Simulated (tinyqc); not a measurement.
Planar ballistic transistor, top-of-the-barrier model: effect of the valley degeneracy.

At the top of the source barrier, states moving towards the drain are filled by the source (Fermi level 0) and states moving back by the drain (Fermi level -q Vd); nothing scatters. U is the shift of the band edge there, set by the capacitances CG, CD and CS (the total) and by the charge. Parabolic two-dimensional band; the source is grounded.

N0 = gv m kB T/(pi hbar^2), CG = eps0 eox/tox, vT = sqrt(2 kB T/(pi m)), CS = CG/aG, n0 = n at U = 0 and Vd = 0. eta1 = -(E0 + U)/Vt, eta2 = eta1 - Vd/Vt, n = (N0/2)[F_0(eta1) + F_0(eta2)], F_0(x) = ln(1 + exp x). U = UL + q (n - n0)/CS with UL = -(aG Vg + aD Vd), energies in eV. I = q (N0/2) vT [F_(1/2)(eta1) - F_(1/2)(eta2)] per width, F_(1/2)(x) = (2/sqrt(pi)) int_0^infinity u^(1/2)/(1 + exp(u - x)) du. CQ = (q/Vt) dn/d(eta1). E0 is held fixed.

Parameters, values chosen for the exercise; mass and valleys close to those of germanium: temperature T = 400 K; effective mass m = 0.114 m0; relative permittivity of the gate insulator eox = 16; insulator thickness tox = 2.8 nm; gate control CG/CS aG = 0.84; drain control CD/CS aD = 0.028; band edge at the barrier top above the source Fermi level at zero bias E0 = 0.29 eV; gate voltage Vg = 0.8 V; drain voltage Vd = 0.8 V.

Constants: q = 1.602176634e-19 C, kB = 1.380649e-23 J/K, hbar = 1.054571817e-34 J s, m0 = 9.1093837015e-31 kg, Vt = kB T/q, eps0 = 8.8541878128e-14 F/cm where lengths are in cm. Results are converted to the units shown.

Result of one run:

| gv | eta1 | n (cm^-2) | I (uA/um) | mean velocity I/(q n) (cm/s) | CQ/CS |
|---|---|---|---|---|---|
| 4 | 3.2945 | 1.0935e13 | 4886.3 | 2.7889e7 | 2.4428 |

What becomes of these results when the valley degeneracy gv is changed from 4 to 2, all else the same?

Result of the changed run:

| gv | eta1 | n (cm^-2) | I (uA/um) | mean velocity I/(q n) (cm/s) | CQ/CS |
|---|---|---|---|---|---|
| 2 | 5.1729 | 8.5005e12 | 4488.6 | 3.2958e7 | 1.2596 |

The whole series:

| gv | eta1 | n (cm^-2) | I (uA/um) | mean velocity I/(q n) (cm/s) | CQ/CS |
|---|---|---|---|---|---|
| 1 | 7.1827 | 5.8958e12 | 3589.2 | 3.7997e7 | 0.63288 |
| 2 | 5.1729 | 8.5005e12 | 4488.6 | 3.2958e7 | 1.2596 |
| 3 | 4.0343 | 9.9764e12 | 4781.0 | 2.9911e7 | 1.8670 |
| 4 | 3.2945 | 1.0935e13 | 4886.3 | 2.7889e7 | 2.4428 |
| 6 | 2.3740 | 1.2129e13 | 4936.0 | 2.5400e7 | 3.4765 |

As gv goes from 1 to 6, n rises from 5.90e12 to 1.21e13 cm^-2, the mean velocity falls from 3.80e7 to 2.54e7 cm/s and the current rises from 3590 to 4940 uA/um. CQ/CS goes from 0.63 to 3.5.

Program tinyqc, `OMP_NUM_THREADS=1 python tinyqc.py 2400049 2400050 out.jsonl`; Intel Xeon 2.30GHz, shared host, one thread, about 0.01 s.
